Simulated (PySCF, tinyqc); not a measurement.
RHF in the 6-31g basis, for H2, spin multiplicity 1, step by step. The lowest restricted solution is unstable here: a spin-polarised one lies 0.0189 hartree lower (PySCF). One step of it, computed by the program tinyqc.

Question. Iteration 3: DIIS coefficients. Solve [B -1; -1 0][c; lambda] = [0; -1] for the coefficients, which sum to one.

B (overlaps of the stored error matrices):
```
                1               2               3
1   9.0747756e-02   6.3715835e-02  -1.9291358e-02
2   6.3715835e-02   4.4736177e-02  -1.3544853e-02
3  -1.9291358e-02  -1.3544853e-02   4.1009995e-03
```

Give: DIIS coefficients.

Answer.

DIIS coefficients: 0.020  0.205  0.774
